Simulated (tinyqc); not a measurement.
Strain-driven roughening and islands of a mismatched epitaxial film. Inputs raised by 2 %, one at a time. Computed by tinyqc, a small Python program. Command: `OMP_NUM_THREADS=1 python tinyqc.py 3019316 3019317 out.jsonl island sens`. One thread of a shared host (Intel(R) Xeon(R) Processor @ 2.30GHz), about 0.01 s of CPU time with the checks.

Film and substrate share isotropic elastic constants; the film is coherent and biaxially strained.

Inputs (values chosen for the exercise, modelled on InAs on GaAs): misfit |f| = 0.0733; shear modulus G = 29 GPa; Poisson ratio nu = 0.29; surface energy gamma = 0.685 J/m^2; contact angle of the shallow shape theta_1 = 12.8 degrees; contact angle of the steep shape theta_2 = 25.3 degrees; facet energy of shape 1 over gamma = 0.9974; facet energy of shape 2 over gamma = 1.047; surface mobility D_s nu_s Omega^2/(k_B T) = 4.7e-35 m^6/(J s).

Transport: surface diffusion.

Constants: e = 1.602176634e-19 C.

Method:
- M = 2 G (1 + nu)/(1 - nu); stress = M f; energy density w = M f^2.
- A ripple A cos(k x) has the surface chemical potential per volume [gamma k^2 - 2 (1 + nu) w k] A cos(k x), so k_c = 2 (1 + nu) w/gamma. With surface diffusion the amplitude grows at the rate q = B k^2 [2 (1 + nu) w k - gamma k^2], fastest at k_m = (3/4) k_c. B is the surface mobility.
- Shallow faceted island (Tersoff form): E = 4 Gam V^(2/3) tan^(1/3)(theta) - 6 c V tan(theta), Gam = gamma [x/sin(theta) - 1/tan(theta)], x the facet energy over gamma, c = stress^2 (1 - nu)/(2 pi G).
- The barrier is the maximum of E, at V_c = [4 Gam/(9 c)]^3 / tan^2(theta) (1 GPa nm = 1 J/m^2).

Runs; columns: (1) input moved; (2) from; (3) to; (4) fastest wavelength (nm); (5) growth time 1/q at k_m (s); (6) barrier, shape 1 (eV); (7) critical volume, shape 1 (nm^3):
```
(1)                                                        (2)        (3)     (4)       (5)       (6)       (7)
base run                                                     -          -  3.9285  0.014240  0.043586  0.044069
misfit |f|                                              0.0733   0.074766  3.7759  0.012153  0.040266  0.039132
Poisson ratio nu                                          0.29     0.2958  3.8616  0.013294  0.042114  0.041855
surface energy gamma (J/m^2)                             0.685     0.6987  4.0070  0.015111  0.046254  0.046766
contact angle of the shallow shape theta_1 (degrees)      12.8     13.056  3.9285  0.014240  0.045956  0.045522
contact angle of the steep shape theta_2 (degrees)        25.3     25.806  3.9285  0.014240  0.043586  0.044069
surface mobility D_s nu_s Omega^2/(k_B T) (m^6/(J s))  4.7e-35  4.794e-35  3.9285  0.013961  0.043586  0.044069
facet energy of shape 2 over gamma                       1.047    1.06794  3.9285  0.014240  0.043586  0.044069
```

Exponents ln(y'/y) / ln(x'/x):
```
input                                       fastest wavelength  growth time 1/q at k_m  barrier, shape 1  critical volume, shape 1
misfit |f|                                              -2.000                  -8.000            -4.000                    -6.000
Poisson ratio nu                                        -0.867                  -3.469            -1.735                    -2.602
surface energy gamma                                     1.000                   3.000             3.000                     3.000
contact angle of the shallow shape theta_1               0.000                   0.000             2.674                     1.639
contact angle of the steep shape theta_2                 0.000                   0.000             0.000                     0.000
surface mobility D_s nu_s Omega^2/(k_B T)                0.000                  -1.000             0.000                     0.000
facet energy of shape 2 over gamma                       0.000                   0.000             0.000                     0.000
```

Which inputs matter most for each result?

Among the inputs moved here: fastest wavelength answers most in size to misfit |f| (exponent -2.000), next to surface energy gamma (+1.000); its exponent is below 0.0005 for contact angle of the shallow shape theta_1, contact angle of the steep shape theta_2, surface mobility D_s nu_s Omega^2/(k_B T), facet energy of shape 2 over gamma. Its exponent -2.000 in misfit |f|: gamma over the strain energy density. Its exponent +1.000 in surface energy gamma: gamma over the strain energy density. Growth time 1/q at k_m answers most in size to misfit |f| (exponent -8.000), next to Poisson ratio nu (-3.469); its exponent is below 0.0005 for contact angle of the shallow shape theta_1, contact angle of the steep shape theta_2, facet energy of shape 2 over gamma. Its exponent -8.000 in misfit |f|: the rate goes as gamma k_c^4. Its exponent +3.000 in surface energy gamma: the rate goes as gamma k_c^4 with k_c as 1/gamma. barrier, shape 1 answers most in size to misfit |f| (exponent -4.000), next to surface energy gamma (+3.000); its exponent is below 0.0005 for contact angle of the steep shape theta_2, surface mobility D_s nu_s Omega^2/(k_B T), facet energy of shape 2 over gamma. Its exponent -4.000 in misfit |f|: Gam^3/c^2. Its exponent +3.000 in surface energy gamma: Gam^3/c^2. Critical volume, shape 1 answers most in size to misfit |f| (exponent -6.000), next to surface energy gamma (+3.000); its exponent is below 0.0005 for contact angle of the steep shape theta_2, surface mobility D_s nu_s Omega^2/(k_B T), facet energy of shape 2 over gamma. Its exponent -6.000 in misfit |f|: (Gam/c)^3.

Caution (all rows): a wavelength of a few nanometres is at the limit of continuum theory, where steps and facets rule. Caution (all rows): a critical volume below 1 nm^3 holds fewer than a hundred atoms, so a continuum barrier there has no physical meaning.
